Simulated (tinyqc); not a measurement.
From the diamond lattice to a polar crystal: two-band k.p model of the X valleys of a zinc-blende crystal.

k along the valley axis, counted from X, c = hbar^2/2m0, e = c k^2/ml. H = [[e - D/2, i P k], [-i P k, e + D/2]] with P^2 = D0 c/ml, so E = e -/+ sqrt(D^2/4 + D0 e). For D = 0 (diamond lattice) the bands cross at X.

With x = D/D0: for x < 1 the minima lie at k_m = sqrt(ml D0 (1 - x^2)/(4 c)), the hump at X has the height dE = (D0/4)(1 - x)^2 and the mass at the minimum is ml/(1 - x^2); the mass at X is ml/(1 - 1/x), negative for x < 1. For x > 1 the minimum is at X.

Constants: hbar^2/2m0 = 3.80998211 eV angstrom^2.

Inputs chosen for the exercise (out of a larger set: of the order of those of cubic SiC; not measured data): D0 = 1.094 eV (coupling energy); ml = 0.432 m0 (mass along the axis from remote bands).

D is varied at fixed D0 and ml.

Results:

| x | D (eV) | k_m (1/angstrom) | dE (meV) | mass at the minimum |
|---|---|---|---|---|
| 0.00 | 0.000 | 0.1761 | 273.50 | 0.432 |
| 0.30 | 0.328 | 0.1680 | 134.01 | 0.475 |
| 0.60 | 0.656 | 0.1409 | 43.76 | 0.675 |
| 0.80 | 0.875 | 0.1057 | 10.94 | 1.200 |
| 0.90 | 0.985 | 0.0768 | 2.73 | 2.274 |
| 1.10 | 1.203 | 0.0000 | 0.00 | 4.752 |
| 1.30 | 1.422 | 0.0000 | 0.00 | 1.872 |
| 2.00 | 2.188 | 0.0000 | 0.00 | 0.864 |
| 4.00 | 4.376 | 0.0000 | 0.00 | 0.576 |

What does the comparison show, and why?

At D = 0 the minima lie 0.1761 1/angstrom from X under a cusp of D0/4 = 273 meV, the pattern of silicon. The hump shrinks as (1 - x)^2, faster than k_m, so at x = 0.9 it is only 2.73 meV although k_m is still 44 % of its first value. The mass diverges at x = 1 from both sides (2.27 at 0.9, 4.75 at 1.1), where the band is quartic.

Run: tinyqc, `OMP_NUM_THREADS=1 python tinyqc.py 1851183 1851184 out.jsonl`; Intel(R) Xeon(R) Processor @ 2.30GHz, one thread, shared host; about 0.01 s of CPU time with all checks.
